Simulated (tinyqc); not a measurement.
Delay unit and parasitic delay from two ring oscillators.

Inverse problem. A ring of 31 inverters oscillates at 1/(2 x 31 d), with stage delay d = tau (h + p) for fan-out h. Find tau, p and the delay at fan-out 4.

frequencies of 31-stage ring oscillators with fan-out 1 and 6 (GHz): [5.0031119, 1.2243265]

Solution. d is a straight line in h with slope tau and intercept tau p.

tau = 1.990 ps
p = 0.6200
delay at fan-out 4 = 9.194 ps

Program tinyqc, `OMP_NUM_THREADS=1 python tinyqc.py 2082199 2082200 out.jsonl`; Intel Xeon 2.30GHz, shared host, one thread, about 0.01 s.
